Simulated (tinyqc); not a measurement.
From results back to parameters: alloy A(1-x)B(x) by interpolation with bowing. Five cases, with inputs chosen for the exercise.

Problem. An unstrained alloy A(1-x)B(x) follows Vegard, a(x) = (1 - x) a_A + x a_B, and E(x) = (1 - x) E_A + x E_B - C x (1 - x) at Gamma. Its lattice constant and gap are given.

Find: x; linear part of the gap; C.

Method. x = (a - a_A)/(a_B - a_A); the bowing is the shortfall against the linear part divided by x (1 - x).

Case 1.

Values chosen (out of a larger set: A near Si, B near Ge; not measured data): a = (5.437, 5.654) angstrom (lattice constant of A, B); Eg = (4.243, 0.901) eV (gap at Gamma to the s-like level of A, B).

a(x) = 5.538990 angstrom
gap at Gamma = 2.625180 eV

Solution.

x = 0.470
linear part of the gap = 2.6723 eV
C = 0.189 eV

Case 2.

Values chosen (out of a larger set: A near InAs, B near InSb; not measured data): a = (6.049, 6.476) angstrom (lattice constant of A, B); Eg = (0.418, 0.235) eV (gap at Gamma to the s-like level of A, B).

a(x) = 6.117320 angstrom
gap at Gamma = 0.290070 eV

Solution.

x = 0.160
linear part of the gap = 0.3887 eV
C = 0.734 eV

Case 3.

Values chosen (out of a larger set: A near Si, B near Ge; not measured data): a = (5.439, 5.663) angstrom (lattice constant of A, B); Eg = (4.217, 0.898) eV (gap at Gamma to the s-like level of A, B).

a(x) = 5.503960 angstrom
gap at Gamma = 3.216604 eV

Solution.

x = 0.290
linear part of the gap = 3.2545 eV
C = 0.184 eV

Case 4.

Values chosen (out of a larger set: A near Si, B near Ge; not measured data): a = (5.435, 5.66) angstrom (lattice constant of A, B); Eg = (4.223, 0.885) eV (gap at Gamma to the s-like level of A, B).

a(x) = 5.570000 angstrom
gap at Gamma = 2.177000 eV

Solution.

x = 0.600
linear part of the gap = 2.2202 eV
C = 0.180 eV

Case 5.

Values chosen (out of a larger set: A near AlAs, B near InAs; not measured data): a = (5.665, 6.066) angstrom (lattice constant of A, B); Eg = (3.128, 0.414) eV (gap at Gamma to the s-like level of A, B).

a(x) = 5.729160 angstrom
gap at Gamma = 2.594170 eV

Solution.

x = 0.160
linear part of the gap = 2.6938 eV
C = 0.741 eV

Computed by tinyqc, one run a case: `OMP_NUM_THREADS=1 python tinyqc.py N N+1 out.jsonl` with N = 1081182, 1081189, 1081197, 1081209, 1081232; one thread of a shared Intel(R) Xeon(R) Processor @ 2.30GHz, about 0.01 s a run at most.
